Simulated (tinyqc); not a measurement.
Worked calculation: dielectric confinement in a thin film (image charges). Values are carried at full precision from step to step, so a last printed digit may differ when a step is redone from the rounded ones.

A film |z| < t/2 of dielectric constant eps between half-spaces of dielectric constant e2; lam = (eps - e2)/(eps + e2), q = e^2/(4 pi eps0). The self-energy of a band edge is taken with the high-frequency value, e2 = eh, and the field of a fixed ion with the static one, e2 = eo. A charge at z has images lam^|n| at n t + (-1)^n z. Its self-energy is S(z) = (q/2 eps) sum over n >= 1 of lam^n [1/(n t - 2z) + 1/(n t + 2z)] for odd n and 2 lam^n/(n t) for even n; at the centre S(0) = -(q/(eps t)) ln(1 - lam).

Constants: e^2/(4 pi eps0) = 14.39964547 eV angstrom; hbar^2/2m0 = 3.80998211 eV angstrom^2; Ry = 13.60569312 eV.

Parameters, chosen for this exercise (near those of a Ge film between layers of HfO2; not measured data): t = 48 angstrom (film thickness); eps = 16.1 (dielectric constant of the film); eh = 4.1 (high-frequency dielectric constant outside); mz = 0.123 m0 (mass across the film); eo = 22.8 (static dielectric constant outside); m = 0.146 m0 (mass in the plane).

## Images for a charge at the centre

Give lam, the first five terms (q/eps) lam^n/(n t), their sum and the closed form.

lam = 0.5941

terms (meV): 11.07  3.29  1.30  0.58  0.28

sum of five = 16.52 meV
S(0) = 16.80 meV

The surroundings screen less than the film, so the images repel and each band edge moves outwards: the gap changes by about 2 S = +34 meV. The static value 22.8 would give S(0) = -3.0 meV.

## Self-energy across the film

S at 2z/t = 0, 0.2, 0.4, 0.6, 0.8 and 0.9, summed to n = 399.

Self-energy:

| 2z/t | z (angstrom) | S (meV) |
|---|---|---|
| 0.0 | 0.0 | 16.80 |
| 0.2 | 4.8 | 17.27 |
| 0.4 | 9.6 | 18.93 |
| 0.6 | 14.4 | 23.08 |
| 0.8 | 19.2 | 36.59 |
| 0.9 | 21.6 | 64.13 |

Towards the wall S diverges as (q lam/4 eps)/(distance), an artefact of the abrupt interface that the vanishing envelope makes harmless.

## Shift of the subband edge

First order: <S> over the envelope (2/t) cos^2(pi z/t), beside the confinement energy c (pi/t)^2/mz, c = hbar^2/2m0.

<S> = 19.24 meV
confinement energy = 132.69 meV

|<S>| is 0.15 times the confinement energy; the first goes as 1/t and the second as 1/t^2, so they are equal at t = 331 angstrom.

## Binding of a donor

Donor at the centre, lam from the static eo, trial function cos(pi z/t) exp(-rho/l): E(l) = c/(m l^2) - (q/eps) times the integral over k of F(k t) (1 + (k l/2)^2)^(-3/2), with F(x) = F0 + 2 lam exp(-x) G/(1 - lam exp(-x)), F0 = 2[(1 - exp(-x/2))/x + x (1 + exp(-x/2))/(x^2 + 4 pi^2)], G = 2 sinh(x/2)[1/x - x/(x^2 + 4 pi^2)]; c = hbar^2/2m0. The binding energy is -E at the minimum, counted from the subband edge with its self-energy.

Minimise over l with and without images (lam = 0); Ry* = Ry m/eps^2.

Donor:

| case | l (angstrom) | binding (meV) | in Ry* |
|---|---|---|---|
| no images | 44.7 | 18.8 | 2.46 |
| with images | 47.0 | 14.4 | 1.88 |

Ry* = 7.66 meV

The images change the binding by -4.4 meV, against -2 (q/(eps t)) ln(1 - lam) = -5.9 meV for an orbit much smaller than t. At 300 K the binding is 0.6 kB T.

## Checks

- S(0) from the series against the closed form, meV: both 16.80.
- F(2.3) for lam = 0.5941 from a direct sum over images against the closed form: both 0.8675.

Run: tinyqc, `OMP_NUM_THREADS=1 python tinyqc.py 1280766 1280767 out.jsonl`; Intel(R) Xeon(R) Processor @ 2.30GHz, one thread, shared host; about 0.07 s of CPU time with all checks.
